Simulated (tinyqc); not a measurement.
What moves the results: model-solid line-up of a strained alloy layer on a substrate. A value that a table varies takes the place of the one given here.

All values of the alloy are linear in x but the gap, Eg(x) = (1 - x) Eg_A + x Eg_B - C x (1 - x), and the valence edge, Ev(x) = (1 - x) Ev_A + x Ev_B + fv C x (1 - x); Ec = Ev + Eg. Ev is the top of the unstrained valence band on a scale common to all materials. In the layer only the Gamma valley of the conduction band is followed, also where an X or L valley would lie lower.

Coherent growth on a (001) face: e_par = (a_s - a)/a, e_perp = -2 (C12/C11) e_par; exx = eyy = e_par, ezz = e_perp, no shear.

Strained edges: Ec + ac tr(e); the valence edges are Ev plus the levels of the 6 x 6 matrix of X, Y, Z times spin with -Dso/3 + l exx + m (eyy + ezz) on the diagonal (cyclic), n exy off it, l = av + 2 b, m = av - b, n = sqrt(3) d. Spin-orbit term (Dso/3) L.sigma on X, Y, Z with (L_k)_ij = -i epsilon_kij: <X+|H|Y+> = -i Dso/3, <X+|H|Z-> = Dso/3, <Y+|H|Z-> = -i Dso/3, <Z+|H|X-> = -Dso/3, <Z+|H|Y-> = i Dso/3, <X-|H|Y-> = i Dso/3, and their conjugates; + and - are the spin along z.

dEc = Ec(substrate) - Ec(layer), dEv = Ev(layer) - Ev(substrate); positive values confine the carrier in the layer. Type I: both of one sign; type II: opposite signs; type III: the gaps do not overlap.

Coherent growth: e_par = (a_s - a)/a. (001): e_perp = -2 (C12/C11) e_par; exx = eyy = e_par, ezz = e_perp, no shear. (111): e_perp = -(2 C11 + 4 C12 - 4 C44)/(C11 + 2 C12 + 4 C44) e_par; exx = eyy = ezz = (2 e_par + e_perp)/3 and exy = eyz = ezx = (e_perp - e_par)/3. (110): e_perp = -(C11 + 3 C12 - 2 C44)/(C11 + C12 + 2 C44) e_par; exx = eyy = (e_par + e_perp)/2, ezz = e_par, exy = (e_perp - e_par)/2, eyz = ezx = 0.

Values chosen for the exercise (A near GaP, B near InP, substrate near Ge; not measured data):
- a = (5.457, 5.862) angstrom (lattice constant of A, B)
- Eg = (2.846, 1.442) eV (gap at Gamma to the s-like level of A, B)
- Dso = (0.079, 0.109) eV (spin-orbit splitting of A, B)
- Ev = (-1.27, -0.95) eV (top of the unstrained valence band of A, B)
- ac = (-8.16, -5.98) eV (conduction deformation potential of A, B)
- av = (1.68, 0.61) eV (valence hydrostatic potential of A, B)
- b = (-1.58, -2.03) eV (tetragonal shear potential of A, B)
- d = (-4.58, -5.04) eV (trigonal shear potential of A, B)
- C11 = (142.4, 102.5) GPa (of A, B)
- C12 = (62.9, 55.4) GPa (of A, B)
- C44 = (69.9, 45.4) GPa (of A, B)
- C = 0.692 eV (bowing of the gap)
- fv = 0.3 (share of the bowing taken by the valence edge)
- a_s = 5.652 angstrom (substrate)
- Eg_s = 0.75 eV (lowest gap of the substrate)
- Ev_s = -0.35 eV (substrate valence edge)
- face = 001 (growth face)
- x = 0.6 (fraction of B)

## Composition against offsets

Each composition is strained to the same substrate.

Results:
```
x     e_par (%)  relaxed gap (eV)  strained gap (eV)  valence splitting (meV)  dEc (eV)  dEv (eV)  type
0.08       2.96             2.683              2.210                      250    -0.792    -0.668     I
0.20       2.06             2.454              2.139                      176    -0.709    -0.680     I
0.32       1.17             2.246              2.077                       99    -0.631    -0.696     I
0.44       0.30             2.058              2.019                       23    -0.557    -0.712     I
0.55      -0.49             1.903              1.925                       28    -0.495    -0.680     I
0.67      -1.33             1.752              1.804                       50    -0.432    -0.622     I
0.79      -2.16             1.622              1.690                       58    -0.375    -0.565     I
0.91      -2.98             1.512              1.583                       63    -0.323    -0.510     I
```

The alloy matches the substrate at x = 0.481, where the top valence edge changes its character and the splitting passes through zero. The strained gap runs from 2.210 to 1.583 eV, against 2.683 to 1.512 eV for the relaxed alloy: strain takes back part of the change that the composition makes. Strains above 2 % can be kept only in layers of a few nanometres. The line-up is type I throughout, with the layer as the barrier. Where the alloy is indirect its X or L edge, left out, lies lower and sets the real gap and dEc.

## The same layer on three faces

Composition and substrate are kept.

Results:
```
face   e_perp (%)  tr(e) (%)  shift of Ec (meV)  shift of Ev (meV)  valence splitting (meV)  gap (eV)
(001)       0.830     -0.854               58.5               22.1                     40.1    1.8740
(111)       0.461     -1.223               83.8               23.8                     43.4    1.8975
(110)       0.537     -1.147               78.6               25.4                     46.5    1.8908
```

The layer yields most along the normal on (001) and least on (111), so the volume change, and with it the shift of Ec, is largest on (111). The valence splitting, set by b on (001), by d on (111) and by both on (110), is largest on (110). The gaps span 24 meV, from (001) to (111).

## What each parameter does

Strained gap, valence splitting and offsets. Each row changes one parameter from the base and keeps the others.

Results:
```
case                       gap (eV)  splitting (meV)  dEc (eV)  dEv (eV)
base                         1.8740             40.1   -0.4679   -0.6561
x = 0.58                     1.8943             35.9   -0.4785   -0.6658
a_s = 5.632 angstrom         1.8891             46.8   -0.4922   -0.6469
C = 0.792 eV                 1.8500             40.1   -0.4511   -0.6489
fv = 0.5                     1.8740             40.1   -0.5011   -0.6229
Ev_s = -0.3 eV               1.8740             40.1   -0.4179   -0.7061
b = (-1.817, -2.334) eV      1.8693             42.9   -0.4679   -0.6515
C12 = (72.335, 63.71) GPa    1.8618             41.6   -0.4593   -0.6525
ac = (-9.384, -6.877) eV     1.8827             40.1   -0.4766   -0.6561
```

The largest shifts from the base row, up to three for each result and ties (the steps differ in size, so this ranks the rows, not the parameters). gap (eV): C -0.0240, x +0.0204, a_s +0.0152; unchanged at the printed digits by fv and Ev_s. splitting (meV): a_s +6.7, x -4.1, b +2.8; unchanged at the printed digits by C, fv, Ev_s and ac. dEc (eV): Ev_s +0.0500, fv -0.0332, a_s -0.0244; unchanged at the printed digits by b. dEv (eV): Ev_s -0.0500, fv +0.0332, x -0.0097; unchanged at the printed digits by ac.

Program tinyqc; command `OMP_NUM_THREADS=1 python tinyqc.py 1051431 1051432 out.jsonl`; about 0.02 s on one thread of a shared Intel(R) Xeon(R) Processor @ 2.30GHz.
